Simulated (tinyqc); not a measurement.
Inside a calculation: optical transitions of a finite quantum well. Values are carried at full precision from step to step, so a last printed digit may differ when a step is redone from the rounded ones.

Each carrier sees a square well of width L with its own depth V and masses m (inside), mb (outside); c = hbar^2/2m0, k = sqrt(m E/c), kappa = sqrt(mb (V - E)/c), and level n solves k L + 2 atan[(k/m)/(kappa/mb)] = n pi. The envelope is cos(kz) for odd n and sin(kz) for even n inside, joins exp(-kappa (|z| - L/2)) outside, and is normalised to 1. Excitons and band mixing are left out.

Constants: hbar^2/2m0 = 3.80998211 eV angstrom^2; hc = 1239.841984 eV nm; fine-structure constant alpha = 0.007297352564.

Inputs chosen for the exercise (near those of a GaAs well in AlGaAs; the results hold for these values, not for the real material): L = 79 angstrom (well width); Eg = 1.529 eV (gap of the well); Vc = 0.186 eV (conduction offset); Vv = 0.101 eV (valence offset); me = 0.067 m0 (electron, well); meb = 0.0861 m0 (electron, barrier); mh = 0.358 m0 (heavy hole along z, well); mhb = 0.403 m0 (heavy hole, barrier); ml = 0.0896 m0 (light hole along z, well); mlb = 0.1104 m0 (light hole, barrier); Ns = 0.55 x 1e12/cm^2 (electrons in e1); n_r = 3.34 (refractive index); G = 5 meV (half width of the line).

## Confinement energies

Up to three levels for each carrier.

Levels:

| level | E (eV) | k (1/angstrom) | kappa (1/angstrom) |
|---|---|---|---|
| e1 | 0.0394 | 0.02632 | 0.05756 |
| e2 | 0.1461 | 0.05070 | 0.03001 |
| hh1 | 0.0103 | 0.03108 | 0.09796 |
| hh2 | 0.0403 | 0.06150 | 0.08016 |
| hh3 | 0.0850 | 0.08936 | 0.04115 |
| lh1 | 0.0265 | 0.02496 | 0.04646 |
| lh2 | 0.0923 | 0.04659 | 0.01587 |

## Interband transitions

From e1 and e2 to each hole level: E = Eg + E_e + E_h, wavelength hc/E, squared overlap of the envelopes, and the strength |<S|p|v>|^2 in units of P^2 at the subband edge: overlap^2 times 1/2 (hh) or 1/6 (lh) for light polarised in the plane (TE), times 0 (hh) or 2/3 (lh) along z (TM).

Transitions:

| pair | E (eV) | wavelength (nm) | overlap^2 | TE | TM |
|---|---|---|---|---|---|
| e1-hh1 | 1.5787 | 785.4 | 0.9761 | 0.4881 | 0.0000 |
| e1-lh1 | 1.5949 | 777.4 | 0.9962 | 0.1660 | 0.6641 |
| e1-hh2 | 1.6086 | 770.7 | 0.0000 | 0.0000 | 0.0000 |
| e1-hh3 | 1.6534 | 749.9 | 0.0183 | 0.0092 | 0.0000 |
| e1-lh2 | 1.6607 | 746.6 | 0.0000 | 0.0000 | 0.0000 |
| e2-hh1 | 1.6854 | 735.6 | 0.0000 | 0.0000 | 0.0000 |
| e2-lh1 | 1.7016 | 728.6 | 0.0000 | 0.0000 | 0.0000 |
| e2-hh2 | 1.7154 | 722.8 | 0.8440 | 0.4220 | 0.0000 |
| e2-hh3 | 1.7601 | 704.4 | 0.0000 | 0.0000 | 0.0000 |
| e2-lh2 | 1.7675 | 701.5 | 0.9174 | 0.1529 | 0.6116 |

The edge is e1-hh1 at 785 nm. Pairs of opposite parity vanish exactly; e1-hh3 is allowed by parity and reaches 0.0183, only because the two envelopes leak differently into the barriers.

## Intersubband transitions from e1

z_1j = <1|z|j>; 1/m1 = <1|1/m|1>; f_1j = (m1/c)(E_j - E_1) z_1j^2, which sums to 1 over all bound and continuum states.

Transitions:

| pair | E (meV) | wavelength (micrometre) | \|z\| (angstrom) | f |
|---|---|---|---|---|
| 1-2 | 106.8 | 11.61 | 22.60 | 0.9752 |

m1 = 0.0681 m0
sum of f over bound states = 0.9752

The continuum carries the remaining 0.0248. With hard walls z_12 = 16 L/(9 pi^2) = 14.23 angstrom and f_12 = 256/(27 pi^2) = 0.9607.

## Absorption of one well

For light polarised along z (a real waveguide or Brewster geometry adds an angle factor), with all electrons in e1 and none in e2, the peak fractional absorption is 4 pi alpha Ns c f_12/(n_r m1 G) and the area under the Lorentzian line is pi G times that, c = hbar^2/2m0; 1e12/cm^2 = 1e-4/angstrom^2. EF - E1 = 2 pi c Ns/m1 at zero temperature.

peak absorption = 1.647 %
area = 25.88 % meV
EF - E1 = 19.3 meV

EF lies below e2, as assumed.

## Checks

- Sum of f over all levels of a difference grid (60 cells across the well) against 1: 0.999 against 1.000.
- The strength f_12 on that grid against the matched envelopes: both 0.975.

tinyqc: `OMP_NUM_THREADS=1 python tinyqc.py 1280002 1280003 out.jsonl`; about 0.1 s, one thread, shared Intel(R) Xeon(R) Processor @ 2.30GHz.
